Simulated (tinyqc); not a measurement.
Inside a calculation: pair of shallow donors (hydrogen-like orbitals). Values are carried at full precision from step to step, so a last printed digit may differ when a step is redone from the rounded ones.

Each donor has the orbital exp(-r/a); energy unit Ha* = q/(eps a), q = e^2/(4 pi eps0), so that a lone donor is bound by Ha*/2; x = R/a. One electron: S = (1 + x + x^2/3) exp(-x), j = 1/x - (1 + 1/x) exp(-2x), k = (1 + x) exp(-x); levels E(+/-) = -1/2 - (j +/- k)/(1 +/- S) in Ha*, without the repulsion of the ions, split by D = |E(-) - E(+)|.

Constants: e^2/(4 pi eps0) = 14.39964547 eV angstrom; hbar = 6.58211957e-16 eV s.

Inputs chosen for the exercise (near those of two donors in GaAs; shifted at random, so the results belong to these values and not to a real crystal):
```
symbol  value  unit      meaning
a       98.2   angstrom  orbital radius
eps     13.1             dielectric constant
R       651    angstrom  separation
dV      0.33   D         detuning between the donors, in units of D
```

## Distance and integrals

Give Ha*, R, x, S, j, k.

Ha* = 11.194 meV
R = 651.00 angstrom
x = 6.6293

S, j, k: 0.02943  0.15084  0.01008

## One electron on two donors

Give both levels, the splitting D = |E(-) - E(+)| and the tunnelling frequency D/(2 pi hbar).

E(+), E(-) (meV): -7.347  -7.220

D = 0.1264 meV
frequency = 30.55 GHz

The second ion deepens the mean level by 1.69 meV, against Ha*/x = 1.69 meV for a point charge.

## Detuning by a gate

Two-level picture for one electron: with detuning u = dV D the splitting is sqrt(D^2 + u^2) and the lower state has weight (1 + u/sqrt(D^2 + u^2))/2 on the lower donor; the field needed is u/(e R), 1 meV/angstrom = 100 kV/cm.

splitting = 0.1331 meV
weight = 0.657
field = 0.00641 kV/cm

## Two electrons and exchange

Two electrons, Heitler-London: with S' = (1 - x + x^2/3) exp(x), C = 1/x - exp(-2x)(1/x + 11/8 + 3x/4 + x^2/6), X = (1/5){exp(-2x)(25/8 - 23x/4 - 3x^2 - x^3/3) + (6/x)[S^2 (0.5772157 + ln x) + S'^2 Ei(-4x) - 2 S S' Ei(-2x)]}, Q = C - 2j + 1/x and A = X - 2 S k + S^2/x, the singlet and triplet lie at (Q +/- w A)/(1 +/- w S^2) from two lone donors, with the valley weight w = 1 (one valley); the exchange is J = triplet - singlet.

Give C, X, Q, A and J.

C, X, Q, A (Ha*): 0.1508  0.0003030  -2.011e-05  -0.0001596

J = 3.57 micro-eV

A swap of the two spins takes pi hbar/J = 0.579 ns (hbar = 6.58212e-16 eV s). Against the one-electron splitting D = 0.126 meV, J/D = 0.028: exchange needs both electrons to tunnel and falls as exp(-2x), D as exp(-x).

## Checks

- Heitler-London binding at x = 1.6425 against the known 0.1160 hartree: both 0.1160.
- Overlap S by quadrature in spheroidal coordinates against the formula: both 0.02943.

Run: tinyqc, `OMP_NUM_THREADS=1 python tinyqc.py 1280499 1280500 out.jsonl`; Intel(R) Xeon(R) Processor @ 2.30GHz, one thread, shared host; about 0.01 s of CPU time with all checks.
